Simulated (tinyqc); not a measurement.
What moves the results: Franz-Keldysh effect at a direct gap. A value that a table varies takes the place of the one given here.

Parabolic bands, vertical transitions, no excitons. For each hole band j: mr = me mj/(me + mj); joint density of states J_j(E) = (mr/c)^(3/2) sqrt(E - Eg)/(2 pi^2), both spins, c = hbar^2/2m0; averaged matrix element |e.p|^2 = m0 Ep/6; alpha_j(E) = 4 pi^2 alpha_f c Ep J_j/(3 nr E) in 1/angstrom (alpha_f the fine-structure constant, listed as alpha among the constants), times 1e8 for 1/cm.

In a field Fd (1 kV/cm = 1e-5 V/angstrom) the electro-optic energy of band j is th = (c (e Fd)^2/mr)^(1/3), and sqrt(E - Eg) in J_j is replaced by pi sqrt(th) [Ai'(b)^2 - b Ai(b)^2] with b = (Eg - E)/th; Ai is the Airy function.

Constants: hbar^2/2m0 = 3.80998211 eV angstrom^2; fine-structure constant alpha = 0.007297352564.

Inputs chosen for the exercise (near those of InP; not measured data): Eg = 1.333 eV (direct gap); me = 0.0786 m0 (electron mass); mhh = 0.604 m0 (heavy-hole mass); mlh = 0.0873 m0 (light-hole mass); Ep = 21.3 eV (Kane energy); nr = 3.34 (refractive index); Fd = 27 kV/cm (uniform field); det = 40 meV (detuning below the gap).

## Spectrum around the gap

Absorption (1/cm):

| E - Eg (eV) | alpha(0) | alpha(F) | change |
|---|---|---|---|
| -0.0397 | 0 | 1.833 | 2 |
| -0.0317 | 0 | 7.949 | 8 |
| -0.0238 | 0 | 30.83 | 31 |
| -0.0159 | 0 | 107.1 | 107 |
| -0.0079 | 0 | 331.6 | 332 |
| 0.0000 | 0 | 869.7 | 870 |
| 0.0079 | 2819 | 1918 | -901 |
| 0.0159 | 3975 | 3496 | -479 |
| 0.0238 | 4835 | 5095 | 260 |
| 0.0317 | 5548 | 6018 | 471 |
| 0.0397 | 6172 | 6196 | 24 |
| 0.0476 | 6720 | 6483 | -236 |
| 0.0635 | 7673 | 7767 | 94 |
| 0.0793 | 8479 | 8534 | 55 |

What does this show?

At the gap alpha(F) = 870 1/cm; 31.7 meV below it 7.95 1/cm remain, the tail falling as exp(-(4/3) b^(3/2)). Among the energies listed the largest rise is 870 1/cm at E - Eg = 0.0 meV and the largest fall -901 1/cm at 7.9 meV. It changes sign between 0.0 and 7.9 meV, between 15.9 and 23.8 meV, between 39.7 and 47.6 meV and between 47.6 and 63.5 meV; th is 15.9 meV for heavy holes and 18.9 meV for light holes.

## Tail absorption against field

At E = Eg - det; the field takes the values listed. The last column is the length for 10 dB of loss.

Results:

| Fd (kV/cm) | th heavy (meV) | b heavy | alpha (1/cm) | length (micrometre) |
|---|---|---|---|---|
| 10 | 8.18 | 4.889 | 0.000456 | 5.05e+07 |
| 20 | 12.99 | 3.080 | 0.278 | 8.28e+04 |
| 40 | 20.62 | 1.940 | 10.7 | 2.14e+03 |
| 60 | 27.02 | 1.481 | 42.9 | 537 |
| 100 | 37.98 | 1.053 | 149 | 154 |
| 150 | 49.77 | 0.804 | 307 | 74.9 |
| 250 | 69.96 | 0.572 | 610 | 37.8 |
| 400 | 95.70 | 0.418 | 986 | 23.4 |

What can be read from the table?

alpha grows by 5.0 decades from 10 to 60 kV/cm and by a factor 1.62 over the last step, where the field grows by 1.6: the exponent (4/3) b^(3/2) goes as 1/Fd, so the gain is steep only while b > 1 (deep in the tail the light-hole pair, with its smaller b, carries most of it), that is up to 100 kV/cm of those listed. Values below about 10 1/cm lie under the Urbach and exciton tails of a real crystal, left out here.

## What moves the tail

At E = Eg - det. Each row changes one parameter from the base and keeps the others.

Results:

| case | th heavy (meV) | alpha (1/cm) |
|---|---|---|
| base | 15.865 | 1.732 |
| Fd = 35.1 kV/cm | 18.898 | 6.224 |
| det = 50 meV | 15.865 | 0.2462 |
| me = 0.0904 m0 | 15.229 | 1.541 |
| mlh = 0.1135 m0 | 15.865 | 1.601 |
| Ep = 23.4 eV | 15.865 | 1.903 |
| nr = 3.51 | 15.865 | 1.648 |

How do the results move?

The largest shifts from the base row, up to three for each result and ties (the steps differ in size, so this ranks the rows, not the parameters). th heavy (meV): Fd +3.032, me -0.636; unchanged at the printed digits by det, mlh, Ep and nr. alpha (1/cm): Fd +4.49, det -1.49, me -0.191.

tinyqc: `OMP_NUM_THREADS=1 python tinyqc.py 1651860 1651861 out.jsonl`; about 0.01 s, one thread, shared Intel(R) Xeon(R) Processor @ 2.30GHz.
